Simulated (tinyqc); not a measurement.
Inside a calculation. Method: coupled-perturbed Hartree-Fock on RHF in the sto-3g basis, for BeH2, spin multiplicity 1. Computed by tinyqc, a small Python program that keeps every step (integrals from PySCF). Settings: charge = 0, multiplicity = 1, basis = sto-3g, method = RHF, energy threshold = 1e-10, iteration cap = 90, orthogonalisation = symmetric, start = core, DIIS depth = 6. Command: `OMP_NUM_THREADS=1 python tinyqc.py 25334 25335 out.jsonl` (the two numbers bound the seeds that draw the settings). One thread of a shared host (Intel(R) Xeon(R) Processor @ 2.60GHz), about 0.1 s of CPU time with the checks. The early iterations of the SCF are left out here.

## One-electron integrals

Geometry (angstrom):

| atom | x | y | z |
|---|---|---|---|
| Be | 0.000000 | 0.000000 | 0.000000 |
| H | 0.000000 | 1.600000 | 0.000000 |
| H | 0.000000 | -1.629000 | 0.000000 |

Basis sto-3g: exponents (1/bohr^2) and contraction coefficients of normalised primitives:

| element | l (shell) | exponent | coefficient |
|---|---|---|---|
| Be | s (1) | 30.167871 | 0.154329 |
| Be | s (1) | 5.495115 | 0.535328 |
| Be | s (1) | 1.487193 | 0.444635 |
| Be | s (2) | 1.314833 | -0.099967 |
| Be | s (2) | 0.305539 | 0.399513 |
| Be | s (2) | 0.099371 | 0.700115 |
| Be | p (3) | 1.314833 | 0.155916 |
| Be | p (3) | 0.305539 | 0.607684 |
| Be | p (3) | 0.099371 | 0.391957 |
| H | s (1) | 3.425251 | 0.154329 |
| H | s (1) | 0.623914 | 0.535328 |
| H | s (1) | 0.168855 | 0.444635 |

Overlap, kinetic and nuclear-attraction integrals over the contracted functions; the nuclear repulsion is the sum of Za Zb / Rab.

nuclear repulsion = 2.78621727 hartree

overlap S, lower triangle:
```
           1Be 1s    1Be 2s   1Be 2px    1Be 2py   1Be 2pz     2H 1s     3H 1s
1Be 1s   1.000000
1Be 2s   0.259517  1.000000
1Be 2px  0.000000  0.000000  1.000000
1Be 2py  0.000000  0.000000  0.000000   1.000000
1Be 2pz  0.000000  0.000000  0.000000   0.000000  1.000000
2H 1s    0.039267  0.359750  0.000000   0.443893  0.000000  1.000000
3H 1s    0.036850  0.349324  0.000000  -0.434122  0.000000  0.011128  1.000000
```

kinetic energy T (hartree), lower triangle:
```
            1Be 1s    1Be 2s   1Be 2px    1Be 2py   1Be 2pz      2H 1s     3H 1s
1Be 1s    6.693975
1Be 2s   -0.033012  0.211111
1Be 2px   0.000000  0.000000  0.660592
1Be 2py   0.000000  0.000000  0.000000   0.660592
1Be 2pz   0.000000  0.000000  0.000000   0.000000  0.660592
2H 1s    -0.011034  0.035252  0.000000   0.116711  0.000000   0.760032
3H 1s    -0.010424  0.032276  0.000000  -0.109531  0.000000  -0.004814  0.760032
```

nuclear attraction V (hartree), lower triangle:
```
             1Be 1s     1Be 2s    1Be 2px    1Be 2py    1Be 2pz      2H 1s      3H 1s
1Be 1s   -15.216676
1Be 2s    -2.069381  -2.949495
1Be 2px    0.000000   0.000000  -2.873126
1Be 2py   -0.000446  -0.003007   0.000000  -3.046444
1Be 2pz    0.000000   0.000000   0.000000   0.000000  -2.873126
2H 1s     -0.311574  -0.966277   0.000000  -1.161028   0.000000  -2.709984
3H 1s     -0.292296  -0.929989   0.000000   1.124524   0.000000  -0.036050  -2.686908
```

core Hamiltonian H = T + V (hartree), lower triangle:
```
            1Be 1s     1Be 2s    1Be 2px    1Be 2py    1Be 2pz      2H 1s      3H 1s
1Be 1s   -8.522701
1Be 2s   -2.102393  -2.738384
1Be 2px   0.000000   0.000000  -2.212534
1Be 2py  -0.000446  -0.003007   0.000000  -2.385852
1Be 2pz   0.000000   0.000000   0.000000   0.000000  -2.212534
2H 1s    -0.322608  -0.931026   0.000000  -1.044317   0.000000  -1.949952
3H 1s    -0.302720  -0.897714   0.000000   1.014993   0.000000  -0.040864  -1.926876
```

## Two-electron integrals

Functions are numbered as in S; the eight-fold symmetry (ij|kl) = (ji|kl) = (kl|ij) leaves the list below.

Two-electron integrals (ij|kl) in chemists' order, unique and non-zero (hartree):
```
(11|11) 2.298831    (21|11) 0.392036    (21|21) 0.079539    (22|11) 0.570988
(22|21) 0.143041    (22|22) 0.417683    (31|31) 0.014607    (32|31) 0.021888
(32|32) 0.092265    (33|11) 0.569578    (33|21) 0.143083    (33|22) 0.417589
(33|33) 0.449859    (41|41) 0.014607    (42|41) 0.021888    (42|42) 0.092265
(43|43) 0.024249    (44|11) 0.569578    (44|21) 0.143083    (44|22) 0.417589
(44|33) 0.401360    (44|44) 0.449859    (51|51) 0.014607    (52|51) 0.021888
(52|52) 0.092265    (53|53) 0.024249    (54|54) 0.024249    (55|11) 0.569578
(55|21) 0.143083    (55|22) 0.417589    (55|33) 0.401360    (55|44) 0.401360
(55|55) 0.449859    (61|11) 0.058550    (61|21) 0.011872    (61|22) 0.021540
(61|33) 0.021395    (61|41) 0.001044    (61|42) 0.001978    (61|44) 0.021842
(61|55) 0.021395    (61|61) 0.001857    (62|11) 0.159828    (62|21) 0.040721
(62|22) 0.131950    (62|33) 0.126739    (62|41) 0.005289    (62|42) 0.034120
(62|44) 0.142250    (62|55) 0.126739    (62|61) 0.006725    (62|62) 0.065414
(63|31) 0.003495    (63|32) 0.016933    (63|43) 0.005709    (63|63) 0.005532
(64|11) 0.178394    (64|21) 0.045960    (64|22) 0.155907    (64|33) 0.146717
(64|41) 0.008489    (64|42) 0.052730    (64|44) 0.174128    (64|55) 0.146717
(64|61) 0.007881    (64|62) 0.087360    (64|64) 0.119678    (65|51) 0.003495
(65|52) 0.016933    (65|54) 0.005709    (65|65) 0.005532    (66|11) 0.329691
(66|21) 0.085415    (66|22) 0.311334    (66|33) 0.289284    (66|41) 0.012187
(66|42) 0.104073    (66|44) 0.355138    (66|55) 0.289284    (66|61) 0.014361
(66|62) 0.201291    (66|64) 0.283842    (66|66) 0.774606    (71|11) 0.054942
(71|21) 0.011140    (71|22) 0.020213    (71|33) 0.020078    (71|41) -0.000980
(71|42) -0.001857   (71|44) 0.020494    (71|55) 0.020078    (71|61) 0.001593
(71|62) 0.005328    (71|64) 0.005831    (71|66) 0.011105    (71|71) 0.001635
(72|11) 0.153473    (72|21) 0.039118    (72|22) 0.127203    (72|33) 0.122146
(72|41) -0.005071   (72|42) -0.033023   (72|44) 0.137196    (72|55) 0.122146
(72|61) 0.005456    (72|62) 0.030750    (72|64) 0.033717    (72|66) 0.069281
(72|71) 0.006062    (72|72) 0.061466    (73|31) 0.003312    (73|32) 0.016153
(73|43) -0.005489   (73|63) 0.001935    (73|73) 0.005112    (74|11) -0.172589
(74|21) -0.044474   (74|22) -0.151328   (74|33) -0.142426   (74|41) 0.008119
(74|42) 0.050969    (74|44) -0.168975   (74|55) -0.142426   (74|61) -0.006022
(74|62) -0.034038   (74|64) -0.036560   (74|66) -0.076714   (74|71) -0.007147
(74|72) -0.082537   (74|74) 0.113560    (75|51) 0.003312    (75|52) 0.016153
(75|54) -0.005489   (75|65) 0.001935    (75|75) 0.005112    (76|11) 0.006873
(76|21) 0.001701    (76|22) 0.004829    (76|33) 0.004769    (76|41) -2.49e-06
(76|42) -0.000016   (76|44) 0.004948    (76|55) 0.004769    (76|61) 0.000257
(76|62) 0.001554    (76|64) 0.001856    (76|66) 0.003738    (76|71) 0.000241
(76|72) 0.001512    (76|74) -0.001823   (76|76) 0.000056    (77|11) 0.323944
(77|21) 0.083941    (77|22) 0.307123    (77|33) 0.285519    (77|41) -0.011797
(77|42) -0.102114   (77|44) 0.350022    (77|55) 0.285519    (77|61) 0.011646
(77|62) 0.071066    (77|64) 0.078000    (77|66) 0.163879    (77|71) 0.013222
(77|72) 0.194574    (77|74) -0.275571   (77|76) 0.003738    (77|77) 0.774606
```

## Orthogonalisation

S = U s U^T; symmetric (Loewdin) form X = U s^(-1/2) U^T, so that X^T S X = 1.

eigenvalues of S: 0.373061  0.460982  0.958513  1.000000  1.000000  1.590131  1.617314

X, lower triangle:
```
            1Be 1s     1Be 2s   1Be 2px    1Be 2py   1Be 2pz      2H 1s     3H 1s
1Be 1s    1.028496
1Be 2s   -0.149761   1.148641
1Be 2px   0.000000   0.000000  1.000000
1Be 2py  -0.000347   0.005439  0.000000   1.207757
1Be 2pz   0.000000   0.000000  0.000000   0.000000  1.000000
2H 1s     0.020912  -0.221022  0.000000  -0.305261  0.000000   1.168291
3H 1s     0.020669  -0.210519  0.000000   0.295395  0.000000  -0.052401  1.157653
```

## Iteration 6 (converged): orbitals

converged F (hartree), lower triangle:
```
            1Be 1s     1Be 2s   1Be 2px    1Be 2py   1Be 2pz      2H 1s      3H 1s
1Be 1s   -4.533155
1Be 2s   -1.290268  -0.588094
1Be 2px   0.000000   0.000000  0.213541
1Be 2py   0.000012  -0.003560  0.000000  -0.129786
1Be 2pz   0.000000   0.000000  0.000000   0.000000  0.213541
2H 1s    -0.201944  -0.328595  0.000000  -0.297277  0.000000  -0.224288
3H 1s    -0.189607  -0.319873  0.000000   0.292742  0.000000  -0.010292  -0.216262
```

Diagonalise F' = X^T F X, C = X C', fill 3 alpha and 3 beta electrons from the bottom; D = 2 C_occ C_occ^T. Each column has its largest component positive (the first on a tie).

F' = X^T F X (hartree), lower triangle:
```
           1          2         3          4         5          6         7
1  -4.423811
2  -0.700024  -0.158966
3   0.000000   0.000000  0.213541
4   0.000232   0.002648  0.000000   0.200850
5   0.000000   0.000000  0.000000   0.000000  0.213541
6   0.000251  -0.271036  0.000000  -0.366254  0.000000   0.037417
7   0.003969  -0.262721  0.000000   0.358827  0.000000  -0.062182  0.032598
```

orbital energies (hartree): MO1 -4.536492, MO2 -0.410181, MO3 -0.366121, MO4 0.213541, MO5 0.213541, MO6 0.336352, MO7 0.664531

coefficients C:
```
               MO1        MO2        MO3       MO4        MO5        MO6        MO7
1Be 1s    0.991902  -0.211035   0.012792  0.000000   0.000000  -0.229130  -0.005330
1Be 2s    0.030876   0.615491  -0.040848  0.000000   0.000000   1.025878   0.033572
1Be 2px   0.000000   0.000000   0.000000  0.051817   0.998657   0.000000   0.000000
1Be 2py   0.000064   0.030607   0.493913  0.000000   0.000000  -0.019640   1.180625
1Be 2pz   0.000000   0.000000   0.000000  0.998657  -0.051817   0.000000   0.000000
2H 1s    -0.003846   0.418634   0.409268  0.000000   0.000000  -0.700941  -0.822214
3H 1s    -0.003827   0.364850  -0.461299  0.000000   0.000000  -0.725973   0.775852
```

D after iteration 6, lower triangle:
```
            1Be 1s     1Be 2s   1Be 2px    1Be 2py   1Be 2pz      2H 1s     3H 1s
1Be 1s    2.057136
1Be 2s   -0.199574   0.762901
1Be 2px   0.000000   0.000000  0.000000
1Be 2py  -0.000155  -0.002670  0.000000   0.489773
1Be 2pz   0.000000   0.000000  0.000000   0.000000  0.000000
2H 1s    -0.173851   0.481658  0.000000   0.429911  0.000000   0.685539
3H 1s    -0.173387   0.486573  0.000000  -0.433349  0.000000  -0.072083  0.691854
```

Within a degenerate level the vectors are fixed only up to a rotation; this is one choice.

## Convergence

Stop when the energy changes by less than 1e-10 hartree and every element of the error matrix X^T (F D S - S D F) X is below 3e-06.

Course of the cycle:

| iteration | E (hartree) | change | largest element of the error matrix |
|---|---|---|---|
| 1 | -14.73321940 | - | 5.40e-01 |
| 2 | -15.49907968 | -7.66e-01 | 2.49e-02 |
| 3 | -15.49944179 | -3.62e-04 | 2.59e-03 |
| 4 | -15.49945734 | -1.55e-05 | 4.57e-04 |
| 5 | -15.49945795 | -6.08e-07 | 4.64e-06 |
| 6 | -15.49945795 | -2.48e-11 | 3.54e-07 |

PySCF RHF in the same basis = -15.49945795 hartree

Converged in 6 iterations.

## Integrals over molecular orbitals

(pq|rs) = sum C_ip C_jq C_kr C_ls (ij|kl), one index at a time.

one-electron integrals over orbitals h = C^T H C (hartree), lower triangle:
```
           1          2          3          4          5          6          7
1  -8.511467
2   0.206238  -2.267289
3  -0.012694  -0.003281  -2.194124
4   0.000000   0.000000   0.000000  -2.212534
5   0.000000   0.000000   0.000000   0.000000  -2.212534
6   0.204176  -0.252455   0.026963   0.000000   0.000000  -1.885011
7   0.004045  -0.023208  -0.316568   0.000000   0.000000   0.001272  -1.863119
```

Two-electron integrals over orbitals (pq|rs), unique and non-zero (hartree):
```
(11|11) 2.272049    (21|11) -0.185501   (21|21) 0.023422    (22|11) 0.453211
(22|21) -0.005536   (22|22) 0.372357    (31|11) 0.011192    (31|21) -0.001094
(31|22) 0.001742    (31|31) 0.004991    (32|11) -0.000822   (32|21) 0.000886
(32|22) 0.021335    (32|31) 0.010412    (32|32) 0.154800    (33|11) 0.412459
(33|21) -0.002394   (33|22) 0.378276    (33|31) -0.001097   (33|32) -0.017505
(33|33) 0.406324    (41|41) 0.015740    (42|41) 0.014872    (42|42) 0.047058
(43|41) -0.000916   (43|42) -0.002085   (43|43) 0.012182    (44|11) 0.569186
(44|21) -0.007139   (44|22) 0.350807    (44|31) 0.000418    (44|32) -0.000216
(44|33) 0.330534    (44|44) 0.449859    (51|51) 0.015740    (52|51) 0.014872
(52|52) 0.047058    (53|51) -0.000916   (53|52) -0.002085   (53|53) 0.012182
(54|54) 0.024249    (55|11) 0.569186    (55|21) -0.007139   (55|22) 0.350807
(55|31) 0.000418    (55|32) -0.000216   (55|33) 0.330534    (55|44) 0.401360
(55|55) 0.449859    (61|11) -0.192873   (61|21) 0.024783    (61|22) -0.005913
(61|31) -0.001684   (61|32) -0.000213   (61|33) -0.002798   (61|44) -0.005797
(61|55) -0.005797   (61|61) 0.026350    (62|11) 0.139617    (62|21) -0.005912
(62|22) -0.013708   (62|31) 0.000173    (62|32) -0.006567   (62|33) -0.039648
(62|44) 0.069871    (62|55) 0.069871    (62|61) -0.005275   (62|62) 0.083987
(63|11) -0.013250   (63|21) 0.000422    (63|22) -0.011403   (63|31) -0.000206
(63|32) -0.091008   (63|33) 0.014093    (63|44) -0.006887   (63|55) -0.006887
(63|61) 0.000409    (63|62) -0.003132   (63|63) 0.088918    (64|41) 0.016093
(64|42) 0.046263    (64|43) -0.003191   (64|64) 0.048781    (65|51) 0.016093
(65|52) 0.046263    (65|53) -0.003191   (65|65) 0.048781    (66|11) 0.455424
(66|21) -0.006613   (66|22) 0.371230    (66|31) 0.000023    (66|32) -0.004555
(66|33) 0.383655    (66|44) 0.349056    (66|55) 0.349056    (66|61) -0.006491
(66|62) -0.026595   (66|63) 0.005515    (66|66) 0.389121    (71|11) -0.004338
(71|21) 0.001170    (71|22) 0.002133    (71|31) 0.009231    (71|32) 0.016925
(71|33) -0.002104   (71|44) -0.000096   (71|55) -0.000096   (71|61) 0.000254
(71|62) -0.000342   (71|63) 0.000513    (71|66) -0.000784   (71|71) 0.017635
(72|11) 0.011964    (72|21) -0.000087   (72|22) -0.005393   (72|31) 0.004646
(72|32) -0.038136   (72|33) 0.002472    (72|44) 0.005552    (72|55) 0.005552
(72|61) -0.000511   (72|62) 0.009399    (72|63) 0.062478    (72|66) -0.000281
(72|71) 0.008462    (72|72) 0.057989    (73|11) 0.151001    (73|21) -0.003887
(73|22) 0.001770    (73|31) -0.000148   (73|32) -0.000899   (73|33) -0.017879
(73|44) 0.071828    (73|55) 0.071828    (73|61) -0.003517   (73|62) 0.079386
(73|63) -0.009328   (73|66) -0.020030   (73|71) -0.000715   (73|72) 0.004671
(73|73) 0.087715    (74|41) 0.000398    (74|42) 0.001977    (74|43) 0.013046
(74|64) 0.000790    (74|74) 0.017018    (75|51) 0.000398    (75|52) 0.001977
(75|53) 0.013046    (75|65) 0.000790    (75|75) 0.017018    (76|11) -0.000641
(76|21) 0.000627    (76|22) 0.017742    (76|31) 0.009521    (76|32) 0.137682
(76|33) -0.017574   (76|44) 0.000218    (76|55) 0.000218    (76|61) -0.000358
(76|62) -0.005049   (76|63) -0.090824   (76|66) -0.005508   (76|71) 0.015933
(76|72) -0.045864   (76|73) 0.000069    (76|76) 0.135455    (77|11) 0.539863
(77|21) -0.007231   (77|22) 0.396045    (77|31) 0.000815    (77|32) 0.007572
(77|33) 0.409586    (77|44) 0.374852    (77|55) 0.374852    (77|61) -0.007317
(77|62) -0.016376   (77|63) -0.003922   (77|66) 0.404802    (77|71) 0.000441
(77|72) -0.002885   (77|73) 0.005549    (77|76) 0.005528    (77|77) 0.447921
```

## Response to a field: uncoupled start

dipole integrals <a|y|i> (bohr):
```
           i1         i2         i3
a4   0.000000   0.000000   0.000000
a5   0.000000   0.000000   0.000000
a6  -0.003162  -0.062458  -1.409264
a7   0.135872  -0.714040   0.022250
```

Field along y; U_ai = -mu_ai / (e_a - e_i), alpha = -4 sum U_ai mu_ai.

uncoupled U:
```
           i1        i2         i3
a4   0.000000  0.000000   0.000000
a5   0.000000  0.000000   0.000000
a6   0.000649  0.083665   2.006146
a7  -0.026124  0.664401  -0.021588
```

uncoupled polarisability = 13.243420 bohr^3

## Coupled step 1

U_ai = -(mu_ai + sum_bj [4 (ai|bj) - (ab|ij) - (aj|bi)] U_bj) / (e_a - e_i); alpha = -4 sum U_ai mu_ai.

U after step 1:
```
           i1        i2         i3
a4   0.000000  0.000000   0.000000
a5   0.000000  0.000000   0.000000
a6   0.000580  0.104085   2.309040
a7  -0.031201  0.740496  -0.018132
```

polarisability = 15.175745 bohr^3

## Coupled step 2

As before.

U after step 2:
```
           i1        i2         i3
a4   0.000000  0.000000   0.000000
a5   0.000000  0.000000   0.000000
a6   0.000594  0.107691   2.356052
a7  -0.031916  0.746899  -0.017399
```

polarisability = 15.460261 bohr^3

## Coupled polarisability

Repeat until U stops changing; compare with -d2E/dF2.

Course of the coupled iterations:

| step | alpha (bohr^3) |
|---|---|
| 0 | 13.243420 |
| 1 | 15.175745 |
| 2 | 15.460261 |
| 3 | 15.502673 |
| 4 | 15.509111 |
| 5 | 15.510114 |
| 6 | 15.510276 |
| 7 | 15.510304 |
| 8 | 15.510308 |
| 9 | 15.510309 |
| 10 | 15.510310 |
| 11 | 15.510310 |
| 12 | 15.510310 |

coupled polarisability = 15.510310 bohr^3

finite-field check, fields of +/-0.001 au = 15.510346 bohr^3
